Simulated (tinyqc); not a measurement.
Printed widths: electron-beam lithography: double-Gaussian proximity function, edge placement and dose correction for parallel lines. Computed by tinyqc, a small Python program. Command: `OMP_NUM_THREADS=1 python tinyqc.py 3113630 3113631 out.jsonl proximity walk`. One thread of a shared host (Intel(R) Xeon(R) Processor @ 2.30GHz), about 0.01 s of CPU time with the checks.

Lines are infinitely long. Absorbed energy is counted so that the middle of a very large area written at dose 1 receives 1; the resist develops where it exceeds 1/2.

Inputs (values chosen for the exercise, of the order of those for 30 keV electrons in resist on silicon): forward range alpha = 0.02 micrometre; backscatter range beta = 4.5 micrometre; backscatter ratio eta = 0.73.

line widths (micrometre): 2  1.7  0.11  0.053  3.2

gaps between the lines (micrometre): 3.4  0.1  0.074  1.4

Method:
- The first line starts at x = 0; each next one starts after the width and the gap.
- f(r) = [exp(-r^2/alpha^2)/alpha^2 + eta exp(-r^2/beta^2)/beta^2]/(pi (1 + eta)). A line from a to b at dose d gives E(x) = d [S(alpha) + eta S(beta)]/(1 + eta), S(s) = [erf((b - x)/s) - erf((a - x)/s)]/2.
- M_ij is the mean of E at the two edges of line i from line j at dose 1.
- Uncorrected edge energies are M 1. Solve M d = 1/2 for the doses d that put the mean edge energy of every line at the threshold.
- Edges are the roots of E(x) = 1/2 between a line centre and the middle of the next gap. Three cases: dose 1 everywhere; one common dose equal to the mean of d; the corrected doses.

Lines (micrometre):
```
line  left edge  right edge   centre
1         0.000       2.000   1.0000
2         5.400       7.100   6.2500
3         7.200       7.310   7.2550
4         7.384       7.437   7.4105
5         8.837      12.037  10.4370
```

corrected doses: 1 1.20831, 2 1.01206, 3 0.96946, 4 0.96392, 5 1.03745

Width error, printed less drawn (nm):
```
line  drawn width (nm)   dose 1  mean dose  corrected
1                 2000  -10.206    -7.8230   0.001250
2                 1700   -1.619     0.6433   0.000908
3                  110    0.111     2.3721   0.000052
4                   53    0.325     2.5886   0.000022
5                 3200   -2.118     0.1574   0.003490
```

What follows from these numbers?

With the common mean dose the errors span 10.4 nm. With corrected doses the largest error is below 0.01 nm.

Extremes, crossings and ranges named in words are read from the listed rows.
